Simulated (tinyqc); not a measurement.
Strain, valley repopulation and piezoresistance in a many-valley conduction band: one step, computed by the program tinyqc.

Valleys are ellipsoids with mass m_l along the axis a and m_t across it, parabolic, with one constant relaxation time; strain shifts the valleys and leaves the masses alone. Currents are taken along [110], along the load, and along [001], across the load.

Question. Valley shifts. Herring-Vogt shift of a valley with unit axis a: dE = Xi_d tr(e) + Xi_u a.e.a.

Inputs (values chosen for the exercise, modelled on silicon): shear deformation potential Xi_u = 9.35 eV; dilation deformation potential Xi_d = 1.1 eV.

Valley axes: <100> (6 valleys in 3 pairs). Load: uniaxial [110].

strain tensor (%):
```
            x           y            z
x  0.02505984  0.02812500   0.00000000
y  0.02812500  0.02505984   0.00000000
z  0.00000000  0.00000000  -0.01931886
```

Constants: k_B = 8.617333262e-05 eV/K.

Give: shifts dE; splitting (highest minus lowest).

Answer.

shifts dE (meV): x 2.6819, y 2.6819, z -1.4675

splitting (highest minus lowest) = 4.1494 meV
